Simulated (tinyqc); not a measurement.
Inside a calculation (part 1 of 2). Method: UHF in the 3-21g basis, for H3-, spin multiplicity 1. The basis has no diffuse functions, so it cannot describe the extra electron: this is an exercise in the method, not the real anion. Computed by tinyqc, a small Python program that keeps every step (integrals from PySCF). Settings: charge = -1, multiplicity = 1, basis = 3-21g, energy threshold = 1e-09, iteration cap = 80, orthogonalisation = symmetric, start = core, DIIS depth = 3, damping = 0.2, method = UHF, break = 0.7. Command: `OMP_NUM_THREADS=1 python tinyqc.py 28492 28493 out.jsonl` (the two numbers bound the seeds that draw the settings). One thread of a shared host (Intel(R) Xeon(R) Processor @ 2.60GHz), about 0.09 s of CPU time with the checks. Later iterations appear only in the table of the cycle.

## One-electron integrals

Geometry (angstrom):

| atom | x | y | z |
|---|---|---|---|
| H | 0.0000 | 0.0000 | 0.0000 |
| H | 0.0000 | 0.0000 | 1.0470 |
| H | 0.0000 | 0.0000 | -1.0470 |

Basis 3-21g: exponents (1/bohr^2) and contraction coefficients of normalised primitives:

| element | l (shell) | exponent | coefficient |
|---|---|---|---|
| H | s (1) | 5.4472 | 0.1563 |
| H | s (1) | 0.8245 | 0.9047 |
| H | s (2) | 0.1832 | 1.0000 |

Overlap, kinetic and nuclear-attraction integrals over the contracted functions; the nuclear repulsion is the sum of Za Zb / Rab.

nuclear repulsion = 1.263556 hartree

overlap S:
```
        1H 1s   1H 2s   2H 1s   2H 2s   3H 1s   3H 2s
1H 1s  1.0000  0.6459  0.1725  0.3573  0.1725  0.3573
1H 2s  0.6459  1.0000  0.3573  0.6987  0.3573  0.6987
2H 1s  0.1725  0.3573  1.0000  0.6459  0.0013  0.0607
2H 2s  0.3573  0.6987  0.6459  1.0000  0.0607  0.2383
3H 1s  0.1725  0.3573  0.0013  0.0607  1.0000  0.6459
3H 2s  0.3573  0.6987  0.0607  0.2383  0.6459  1.0000
```

kinetic energy T (hartree):
```
         1H 1s   1H 2s    2H 1s    2H 2s    3H 1s    3H 2s
1H 1s   1.5494  0.2932  -0.0331   0.0980  -0.0331   0.0980
1H 2s   0.2932  0.2748   0.0980   0.1461   0.0980   0.1461
2H 1s  -0.0331  0.0980   1.5494   0.2932  -0.0053  -0.0158
2H 2s   0.0980  0.1461   0.2932   0.2748  -0.0158   0.0029
3H 1s  -0.0331  0.0980  -0.0053  -0.0158   1.5494   0.2932
3H 2s   0.0980  0.1461  -0.0158   0.0029   0.2932   0.2748
```

nuclear attraction V (hartree):
```
         1H 1s    1H 2s    2H 1s    2H 2s    3H 1s    3H 2s
1H 1s  -2.7315  -1.4325  -0.3930  -0.7821  -0.3930  -0.7821
1H 2s  -1.4325  -1.6025  -0.7274  -1.0844  -0.7274  -1.0844
2H 1s  -0.3930  -0.7274  -2.4789  -1.2708  -0.0032  -0.1247
2H 2s  -0.7821  -1.0844  -1.2708  -1.3953  -0.1247  -0.3819
3H 1s  -0.3930  -0.7274  -0.0032  -0.1247  -2.4789  -1.2708
3H 2s  -0.7821  -1.0844  -0.1247  -0.3819  -1.2708  -1.3953
```

core Hamiltonian H = T + V (hartree):
```
         1H 1s    1H 2s    2H 1s    2H 2s    3H 1s    3H 2s
1H 1s  -1.1821  -1.1393  -0.4261  -0.6841  -0.4261  -0.6841
1H 2s  -1.1393  -1.3278  -0.6294  -0.9383  -0.6294  -0.9383
2H 1s  -0.4261  -0.6294  -0.9295  -0.9776  -0.0085  -0.1405
2H 2s  -0.6841  -0.9383  -0.9776  -1.1205  -0.1405  -0.3790
3H 1s  -0.4261  -0.6294  -0.0085  -0.1405  -0.9295  -0.9776
3H 2s  -0.6841  -0.9383  -0.1405  -0.3790  -0.9776  -1.1205
```

## Two-electron integrals

Functions are numbered as in S; the eight-fold symmetry (ij|kl) = (ji|kl) = (kl|ij) leaves the list below.

Two-electron integrals (ij|kl) in chemists' order, unique and non-zero (hartree):
```
(11|11) 1.1401     (21|11) 0.6114     (21|21) 0.3452     (22|11) 0.6264
(22|21) 0.3803     (22|22) 0.4830     (31|11) 0.1433     (31|21) 0.0837
(31|22) 0.0971     (31|31) 0.0306     (32|11) 0.2058     (32|21) 0.1278
(32|22) 0.1686     (32|31) 0.0513     (32|32) 0.1050     (33|11) 0.5015
(33|21) 0.3191     (33|22) 0.4444     (33|31) 0.1433     (33|32) 0.3284
(33|33) 1.1401     (41|11) 0.3284     (41|21) 0.1866     (41|22) 0.2080
(41|31) 0.0513     (41|32) 0.0803     (41|33) 0.2058     (41|41) 0.1050
(42|11) 0.3973     (42|21) 0.2438     (42|22) 0.3183     (42|31) 0.0745
(42|32) 0.1414     (42|33) 0.3973     (42|41) 0.1414     (42|42) 0.2358
(43|11) 0.3191     (43|21) 0.2017     (43|22) 0.2793     (43|31) 0.0837
(43|32) 0.1866     (43|33) 0.6114     (43|41) 0.1278     (43|42) 0.2438
(43|43) 0.3452     (44|11) 0.4444     (44|21) 0.2793     (44|22) 0.3886
(44|31) 0.0971     (44|32) 0.2080     (44|33) 0.6264     (44|41) 0.1686
(44|42) 0.3183     (44|43) 0.3803     (44|44) 0.4830     (51|11) 0.1433
(51|21) 0.0837     (51|22) 0.0971     (51|31) 0.0151     (51|32) 0.0235
(51|33) 0.0583     (51|41) 0.0406     (51|42) 0.0534     (51|43) 0.0376
(51|44) 0.0570     (51|51) 0.0306     (52|11) 0.2058     (52|21) 0.1278
(52|22) 0.1686     (52|31) 0.0235     (52|32) 0.0391     (52|33) 0.0990
(52|41) 0.0618     (52|42) 0.0901     (52|43) 0.0639     (52|44) 0.0982
(52|51) 0.0513     (52|52) 0.1050     (53|11) 0.0014     (53|21) 0.0008
(53|22) 0.0008     (53|31) 1.80e-04   (53|32) 2.63e-04   (53|33) 0.0006
(53|41) 4.08e-04   (53|42) 0.0005     (53|43) 4.10e-04   (53|44) 0.0006
(53|51) 1.80e-04   (53|52) 2.63e-04   (53|53) 1.70e-06   (54|11) 0.0408
(54|21) 0.0247     (54|22) 0.0310     (54|31) 0.0046     (54|32) 0.0074
(54|33) 0.0186     (54|41) 0.0121     (54|42) 0.0169     (54|43) 0.0120
(54|44) 0.0183     (54|51) 0.0092     (54|52) 0.0173     (54|53) 5.19e-05
(54|54) 0.0030     (55|11) 0.5015     (55|21) 0.3191     (55|22) 0.4444
(55|31) 0.0583     (55|32) 0.0990     (55|33) 0.2527     (55|41) 0.1527
(55|42) 0.2307     (55|43) 0.1632     (55|44) 0.2522     (55|51) 0.1433
(55|52) 0.3284     (55|53) 0.0006     (55|54) 0.0512     (55|55) 1.1401
(61|11) 0.3284     (61|21) 0.1866     (61|22) 0.2080     (61|31) 0.0406
(61|32) 0.0618     (61|33) 0.1527     (61|41) 0.0972     (61|42) 0.1263
(61|43) 0.0976     (61|44) 0.1405     (61|51) 0.0513     (61|52) 0.0803
(61|53) 4.08e-04   (61|54) 0.0153     (61|55) 0.2058     (61|61) 0.1050
(62|11) 0.3973     (62|21) 0.2438     (62|22) 0.3183     (62|31) 0.0534
(62|32) 0.0901     (62|33) 0.2307     (62|41) 0.1263     (62|42) 0.1897
(62|43) 0.1477     (62|44) 0.2184     (62|51) 0.0745     (62|52) 0.1414
(62|53) 0.0005     (62|54) 0.0247     (62|55) 0.3973     (62|61) 0.1414
(62|62) 0.2358     (63|11) 0.0408     (63|21) 0.0247     (63|22) 0.0310
(63|31) 0.0092     (63|32) 0.0173     (63|33) 0.0512     (63|41) 0.0153
(63|42) 0.0247     (63|43) 0.0297     (63|44) 0.0341     (63|51) 0.0046
(63|52) 0.0074     (63|53) 5.19e-05   (63|54) 0.0014     (63|55) 0.0186
(63|61) 0.0121     (63|62) 0.0169     (63|63) 0.0030     (64|11) 0.1493
(64|21) 0.0906     (64|22) 0.1151     (64|31) 0.0231     (64|32) 0.0402
(64|33) 0.1059     (64|41) 0.0496     (64|42) 0.0758     (64|43) 0.0665
(64|44) 0.0926     (64|51) 0.0231     (64|52) 0.0402     (64|53) 1.90e-04
(64|54) 0.0074     (64|55) 0.1059     (64|61) 0.0496     (64|62) 0.0758
(64|63) 0.0074     (64|64) 0.0274     (65|11) 0.3191     (65|21) 0.2017
(65|22) 0.2793     (65|31) 0.0376     (65|32) 0.0639     (65|33) 0.1632
(65|41) 0.0976     (65|42) 0.1477     (65|43) 0.1054     (65|44) 0.1626
(65|51) 0.0837     (65|52) 0.1866     (65|53) 4.10e-04   (65|54) 0.0297
(65|55) 0.6114     (65|61) 0.1278     (65|62) 0.2438     (65|63) 0.0120
(65|64) 0.0665     (65|65) 0.3452     (66|11) 0.4444     (66|21) 0.2793
(66|22) 0.3886     (66|31) 0.0570     (66|32) 0.0982     (66|33) 0.2522
(66|41) 0.1405     (66|42) 0.2184     (66|43) 0.1626     (66|44) 0.2485
(66|51) 0.0971     (66|52) 0.2080     (66|53) 0.0006     (66|54) 0.0341
(66|55) 0.6264     (66|61) 0.1686     (66|62) 0.3183     (66|63) 0.0183
(66|64) 0.0926     (66|65) 0.3803     (66|66) 0.4830
```

## Orthogonalisation

S = U s U^T; symmetric (Loewdin) form X = U s^(-1/2) U^T, so that X^T S X = 1.

eigenvalues of S: 0.0793  0.2831  0.4204  0.8010  1.4773  2.9389

X:
```
         1H 1s    1H 2s    2H 1s    2H 2s    3H 1s    3H 2s
1H 1s   1.2607  -0.5865  -0.0084   0.0702  -0.0084   0.0702
1H 2s  -0.5865   2.3663   0.0025  -0.8715   0.0025  -0.8715
2H 1s  -0.0084   0.0025   1.2410  -0.4790  -0.0052   0.0388
2H 2s   0.0702  -0.8715  -0.4790   1.6939   0.0388   0.2379
3H 1s  -0.0084   0.0025  -0.0052   0.0388   1.2410  -0.4790
3H 2s   0.0702  -0.8715   0.0388   0.2379  -0.4790   1.6939
```

## Starting guess

The start is the orbitals of the core Hamiltonian, with HOMO and LUMO mixed by +/-0.7 rad for the two spins; D(s) = C_occ C_occ^T for each spin.

D(alpha) at the start:
```
         1H 1s    1H 2s    2H 1s    2H 2s    3H 1s    3H 2s
1H 1s   0.2524   0.4048   0.1046  -0.0451  -0.0432  -0.2382
1H 2s   0.4048   0.7797   0.1571  -0.1359  -0.2489  -0.6665
2H 1s   0.1046   0.1571   0.0442  -0.0135  -0.0033  -0.0756
2H 2s  -0.0451  -0.1359  -0.0135   0.0390   0.0953   0.1812
3H 1s  -0.0432  -0.2489  -0.0033   0.0953   0.2547   0.4325
3H 2s  -0.2382  -0.6665  -0.0756   0.1812   0.4325   0.8453
```

D(beta) at the start:
```
         1H 1s    1H 2s    2H 1s    2H 2s    3H 1s    3H 2s
1H 1s   0.2524   0.4048  -0.0432  -0.2382   0.1046  -0.0451
1H 2s   0.4048   0.7797  -0.2489  -0.6665   0.1571  -0.1359
2H 1s  -0.0432  -0.2489   0.2547   0.4325  -0.0033   0.0953
2H 2s  -0.2382  -0.6665   0.4325   0.8453  -0.0756   0.1812
3H 1s   0.1046   0.1571  -0.0033  -0.0756   0.0442  -0.0135
3H 2s  -0.0451  -0.1359   0.0953   0.1812  -0.0135   0.0390
```

## Iteration 1: building the Fock matrix

J_ij = sum D_kl (ij|kl) with D = D(alpha) + D(beta), K_ij = sum D_kl (ik|jl) for each spin; F = H + J - K(s); E = tr D H + tr D J / 2 - 0.5 sum_s tr D(s) K(s) + E_nn.

Coulomb J (hartree):
```
        1H 1s   1H 2s   2H 1s   2H 2s   3H 1s   3H 2s
1H 1s  2.5866  1.5304  0.4095  0.8396  0.4095  0.8396
1H 2s  1.5304  1.8965  0.7430  1.2774  0.7430  1.2774
2H 1s  0.4095  0.7430  2.1200  1.2751  0.0032  0.1316
2H 2s  0.8396  1.2774  1.2751  1.6424  0.1316  0.4519
3H 1s  0.4095  0.7430  0.0032  0.1316  2.1200  1.2751
3H 2s  0.8396  1.2774  0.1316  0.4519  1.2751  1.6424
```

exchange K(alpha) (hartree):
```
        1H 1s   1H 2s   2H 1s   2H 2s   3H 1s   3H 2s
1H 1s  0.7502  0.5664  0.2594  0.3831  0.1547  0.2971
1H 2s  0.5664  0.5377  0.2410  0.3422  0.3261  0.3989
2H 1s  0.2594  0.2410  0.2313  0.2266  0.0192  0.0863
2H 2s  0.3831  0.3422  0.2266  0.2733  0.0748  0.1618
3H 1s  0.1547  0.3261  0.0192  0.0748  0.7927  0.5923
3H 2s  0.2971  0.3989  0.0863  0.1618  0.5923  0.5400
```

exchange K(beta) (hartree):
```
        1H 1s   1H 2s   2H 1s   2H 2s   3H 1s   3H 2s
1H 1s  0.7502  0.5664  0.1547  0.2971  0.2594  0.3831
1H 2s  0.5664  0.5377  0.3261  0.3989  0.2410  0.3422
2H 1s  0.1547  0.3261  0.7927  0.5923  0.0192  0.0748
2H 2s  0.2971  0.3989  0.5923  0.5400  0.0863  0.1618
3H 1s  0.2594  0.2410  0.0192  0.0863  0.2313  0.2266
3H 2s  0.3831  0.3422  0.0748  0.1618  0.2266  0.2733
```

F(alpha) (hartree):
```
         1H 1s    1H 2s    2H 1s    2H 2s    3H 1s    3H 2s
1H 1s   0.6543  -0.1754  -0.2761  -0.2276  -0.1714  -0.1416
1H 2s  -0.1754   0.0310  -0.1274  -0.0032  -0.2125  -0.0599
2H 1s  -0.2761  -0.1274   0.9593   0.0709  -0.0244  -0.0952
2H 2s  -0.2276  -0.0032   0.0709   0.2486  -0.0838  -0.0889
3H 1s  -0.1714  -0.2125  -0.0244  -0.0838   0.3978  -0.2949
3H 2s  -0.1416  -0.0599  -0.0952  -0.0889  -0.2949  -0.0181
```

F(beta) (hartree):
```
         1H 1s    1H 2s    2H 1s    2H 2s    3H 1s    3H 2s
1H 1s   0.6543  -0.1754  -0.1714  -0.1416  -0.2761  -0.2276
1H 2s  -0.1754   0.0310  -0.2125  -0.0599  -0.1274  -0.0032
2H 1s  -0.1714  -0.2125   0.3978  -0.2949  -0.0244  -0.0838
2H 2s  -0.1416  -0.0599  -0.2949  -0.0181  -0.0952  -0.0889
3H 1s  -0.2761  -0.1274  -0.0244  -0.0952   0.9593   0.0709
3H 2s  -0.2276  -0.0032  -0.0838  -0.0889   0.0709   0.2486
```

total energy of this density = -1.180111 hartree

This density is the starting one.

## Iteration 1: diagonalisation and new density

Diagonalise F' = X^T F X, C = X C', fill 2 alpha and 2 beta electrons from the bottom; D(s) = C_occ C_occ^T; the new density keeps 0.2 of the old one (damping). Each column has its largest component positive (the first on a tie).

F' = X^T F X (alpha) (hartree):
```
         1        2        3        4        5        6
1   1.2567  -0.7350  -0.2333  -0.0944  -0.0971   0.0055
2  -0.7350   0.8075  -0.1313  -0.1961  -0.1000  -0.1509
3  -0.2333  -0.1313   1.4476  -0.5064   0.0264   0.0326
4  -0.0944  -0.1961  -0.5064   0.7016   0.0387  -0.0559
5  -0.0971  -0.1000   0.0264   0.0387   0.9561  -0.7310
6   0.0055  -0.1509   0.0326  -0.0559  -0.7310   0.4968
```

orbital energies (alpha) (hartree): MO1 -0.1579, MO2 0.1332, MO3 0.6719, MO4 1.4739, MO5 1.6585, MO6 1.8869

coefficients C (alpha):
```
          MO1      MO2      MO3      MO4      MO5      MO6
1H 1s  0.1715  -0.2073   0.1248   0.3022   0.6214  -1.1739
1H 2s  0.1064  -0.8403   1.6902  -0.1357  -0.8815   1.7586
2H 1s  0.0732  -0.1428  -0.0036   0.2519   1.0802   0.7177
2H 2s  0.1371  -0.1640  -1.5322  -0.0416  -0.6074  -1.0757
3H 1s  0.2911   0.1895   0.0365   1.2050  -0.4192   0.1467
3H 2s  0.5626   0.8599  -0.8505  -1.0622   0.7593  -0.6611
```

F' = X^T F X (beta) (hartree):
```
         1        2        3        4        5        6
1   1.2567  -0.7350  -0.0971   0.0055  -0.2333  -0.0944
2  -0.7350   0.8075  -0.1000  -0.1509  -0.1313  -0.1961
3  -0.0971  -0.1000   0.9561  -0.7310   0.0264   0.0387
4   0.0055  -0.1509  -0.7310   0.4968   0.0326  -0.0559
5  -0.2333  -0.1313   0.0264   0.0326   1.4476  -0.5064
6  -0.0944  -0.1961   0.0387  -0.0559  -0.5064   0.7016
```

orbital energies (beta) (hartree): MO1 -0.1579, MO2 0.1332, MO3 0.6719, MO4 1.4739, MO5 1.6585, MO6 1.8869

coefficients C (beta):
```
          MO1      MO2      MO3      MO4      MO5      MO6
1H 1s  0.1715  -0.2073   0.1248   0.3022   0.6214  -1.1739
1H 2s  0.1064  -0.8403   1.6902  -0.1357  -0.8815   1.7586
2H 1s  0.2911   0.1895   0.0365   1.2050  -0.4192   0.1467
2H 2s  0.5626   0.8599  -0.8505  -1.0622   0.7593  -0.6611
3H 1s  0.0732  -0.1428  -0.0036   0.2519   1.0802   0.7177
3H 2s  0.1371  -0.1640  -1.5322  -0.0416  -0.6074  -1.0757
```

D(alpha) after iteration 1:
```
         1H 1s    1H 2s    2H 1s    2H 2s    3H 1s    3H 2s
1H 1s   0.1084   0.2349   0.0546   0.0370  -0.0001  -0.1130
1H 2s   0.2349   0.7299   0.1337   0.0948  -0.1523  -0.6635
2H 1s   0.0546   0.1337   0.0294   0.0241  -0.0053  -0.0804
2H 2s   0.0370   0.0948   0.0241   0.0444   0.0261  -0.0149
3H 1s  -0.0001  -0.1523  -0.0053   0.0261   0.1474   0.3478
3H 2s  -0.1130  -0.6635  -0.0804  -0.0149   0.3478   1.0139
```

D(beta) after iteration 1:
```
         1H 1s    1H 2s    2H 1s    2H 2s    3H 1s    3H 2s
1H 1s   0.1084   0.2349  -0.0001  -0.1130   0.0546   0.0370
1H 2s   0.2349   0.7299  -0.1523  -0.6635   0.1337   0.0948
2H 1s  -0.0001  -0.1523   0.1474   0.3478  -0.0053   0.0261
2H 2s  -0.1130  -0.6635   0.3478   1.0139  -0.0804  -0.0149
3H 1s   0.0546   0.1337  -0.0053  -0.0804   0.0294   0.0241
3H 2s   0.0370   0.0948   0.0261  -0.0149   0.0241   0.0444
```

## Iteration 2: building the Fock matrix

As before.

Coulomb J (hartree):
```
        1H 1s   1H 2s   2H 1s   2H 2s   3H 1s   3H 2s
1H 1s  2.3232  1.4025  0.3804  0.7719  0.3804  0.7719
1H 2s  1.4025  1.8010  0.7096  1.2217  0.7096  1.2217
2H 1s  0.3804  0.7096  2.0329  1.2289  0.0029  0.1244
2H 2s  0.7719  1.2217  1.2289  1.5961  0.1244  0.4292
3H 1s  0.3804  0.7096  0.0029  0.1244  2.0329  1.2289
3H 2s  0.7719  1.2217  0.1244  0.4292  1.2289  1.5961
```

exchange K(alpha) (hartree):
```
        1H 1s   1H 2s   2H 1s   2H 2s   3H 1s   3H 2s
1H 1s  0.5602  0.4884  0.2424  0.3537  0.1580  0.2715
1H 2s  0.4884  0.5345  0.2667  0.3755  0.3098  0.3943
2H 1s  0.2424  0.2667  0.2962  0.2957  0.0069  0.0771
2H 2s  0.3537  0.3755  0.2957  0.3555  0.0633  0.1563
3H 1s  0.1580  0.3098  0.0069  0.0633  0.6866  0.5548
3H 2s  0.2715  0.3943  0.0771  0.1563  0.5548  0.5434
```

exchange K(beta) (hartree):
```
        1H 1s   1H 2s   2H 1s   2H 2s   3H 1s   3H 2s
1H 1s  0.5602  0.4884  0.1580  0.2715  0.2424  0.3537
1H 2s  0.4884  0.5345  0.3098  0.3943  0.2667  0.3755
2H 1s  0.1580  0.3098  0.6866  0.5548  0.0069  0.0633
2H 2s  0.2715  0.3943  0.5548  0.5434  0.0771  0.1563
3H 1s  0.2424  0.2667  0.0069  0.0771  0.2962  0.2957
3H 2s  0.3537  0.3755  0.0633  0.1563  0.2957  0.3555
```

F(alpha) (hartree):
```
         1H 1s    1H 2s    2H 1s    2H 2s    3H 1s    3H 2s
1H 1s   0.5809  -0.2252  -0.2881  -0.2659  -0.2037  -0.1837
1H 2s  -0.2252  -0.0613  -0.1865  -0.0921  -0.2296  -0.1109
2H 1s  -0.2881  -0.1865   0.8072  -0.0445  -0.0124  -0.0932
2H 2s  -0.2659  -0.0921  -0.0445   0.1201  -0.0795  -0.1061
3H 1s  -0.2037  -0.2296  -0.0124  -0.0795   0.4168  -0.3036
3H 2s  -0.1837  -0.1109  -0.0932  -0.1061  -0.3036  -0.0678
```

F(beta) (hartree):
```
         1H 1s    1H 2s    2H 1s    2H 2s    3H 1s    3H 2s
1H 1s   0.5809  -0.2252  -0.2037  -0.1837  -0.2881  -0.2659
1H 2s  -0.2252  -0.0613  -0.2296  -0.1109  -0.1865  -0.0921
2H 1s  -0.2037  -0.2296   0.4168  -0.3036  -0.0124  -0.0795
2H 2s  -0.1837  -0.1109  -0.3036  -0.0678  -0.0932  -0.1061
3H 1s  -0.2881  -0.1865  -0.0124  -0.0932   0.8072  -0.0445
3H 2s  -0.2659  -0.0921  -0.0795  -0.1061  -0.0445   0.1201
```

total energy of this density = -1.396068 hartree

This density is a damped mixture and is not idempotent.

## Iteration 2: DIIS over 2 matrices

error matrix X^T (FDS - SDF) X (alpha):
```
         1        2        3        4        5        6
1   0.0000   0.0540   0.0388   0.0628  -0.0225  -0.0377
2  -0.0540   0.0000   0.0099   0.0274  -0.0046  -0.0065
3  -0.0388  -0.0099   0.0000   0.0036   0.0296   0.0273
4  -0.0628  -0.0274  -0.0036   0.0000   0.0285   0.0263
5   0.0225   0.0046  -0.0296  -0.0285   0.0000   0.0758
6   0.0377   0.0065  -0.0273  -0.0263  -0.0758   0.0000
```

B (overlaps of the stored error matrices):
```
               1              2
1  5.4649042e-01  1.9260934e-01
2  1.9260934e-01  8.0288554e-02
```

Minimise |sum c_i e_i|^2 with sum c_i = 1: solve [B -1; -1 0][c; lambda] = [0; -1] with B_ij = tr e_i^T e_j summed over both spins, and take F = sum c_i F_i.

DIIS coefficients: -0.4650  1.4650

extrapolated F(alpha) (hartree):
```
         1H 1s    1H 2s    2H 1s    2H 2s    3H 1s    3H 2s
1H 1s   0.5467  -0.2483  -0.2937  -0.2838  -0.2187  -0.2032
1H 2s  -0.2483  -0.1042  -0.2139  -0.1335  -0.2376  -0.1346
2H 1s  -0.2937  -0.2139   0.7365  -0.0981  -0.0069  -0.0923
2H 2s  -0.2838  -0.1335  -0.0981   0.0603  -0.0775  -0.1141
3H 1s  -0.2187  -0.2376  -0.0069  -0.0775   0.4255  -0.3077
3H 2s  -0.2032  -0.1346  -0.0923  -0.1141  -0.3077  -0.0909
```

extrapolated F(beta) (hartree):
```
         1H 1s    1H 2s    2H 1s    2H 2s    3H 1s    3H 2s
1H 1s   0.5467  -0.2483  -0.2187  -0.2032  -0.2937  -0.2838
1H 2s  -0.2483  -0.1042  -0.2376  -0.1346  -0.2139  -0.1335
2H 1s  -0.2187  -0.2376   0.4255  -0.3077  -0.0069  -0.0775
2H 2s  -0.2032  -0.1346  -0.3077  -0.0909  -0.0923  -0.1141
3H 1s  -0.2937  -0.2139  -0.0069  -0.0923   0.7365  -0.0981
3H 2s  -0.2838  -0.1335  -0.0775  -0.1141  -0.0981   0.0603
```
